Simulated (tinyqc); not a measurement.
Read current of a NAND string, cells in series solved by shooting: one step of the calculation.

Cells in series, numbered from 0 at the source line (0 V) to the bit line, each followed by a gap resistance Rg. A cell with gate Vg, threshold VT, source Vs and drain Vd passes I = 2 nf K Vt^2 [F(Vs) - F(Vd)]/(1 + th max(Vg - VT, 0)), F(V) = ln^2(1 + exp((Vg - VT - nf V)/(2 nf Vt))). The selected cell has Vg = Vr, the others Vg = Vp.

Task. Node voltages for a trial current. For a trial current I start at 0 V and, cell by cell (the selected one is cell 0), solve for the drain: sqrt(F(Vd)) = sqrt(F(Vs) - I/k), k = 2 nf K Vt^2/(1 + th max(Vg - VT, 0)), Vd = [Vg - VT - 2 nf Vt ln(exp(sqrt F) - 1)]/nf, then add I Rg.

Inputs (values chosen for the exercise); values of the order met in vertical NAND strings:

| symbol | value | unit | meaning |
|---|---|---|---|
| T | 358 | K | temperature |
| K | 6.7 | uA/V^2 | gain factor of a cell |
| nf | 1.3 |  | slope factor |
| th | 0.11 | 1/V | mobility reduction factor |
| Rg | 4 | kohm | resistance of the gap between cells |
| Vbl | 0.4 | V | bit-line voltage |
| Vp | 7.4 | V | pass voltage |
| Vr | 2.91 | V | read voltage on the selected word line |

Constants: q = 1.602176634e-19 C, kB = 1.380649e-23 J/K, Vt = kB T/q. Results are converted to the units shown.

first trial current = 0.4 uA
thresholds from the source end, cell 0 to 4 (V): [2, 4.5, 4.5, 4.5, 4.5]

Give: node voltage after each cell and gap, trial 1.

Result.

node voltage after each cell and gap, trial 1, cell 0 to 4 (V): [0.07794, 0.1079, 0.1382, 0.1689, 0.2001]

Numbers from tinyqc (`OMP_NUM_THREADS=1 python tinyqc.py 2142021 2142022 out.jsonl`; about 0.6 s on one thread of a shared Intel Xeon 2.30GHz).
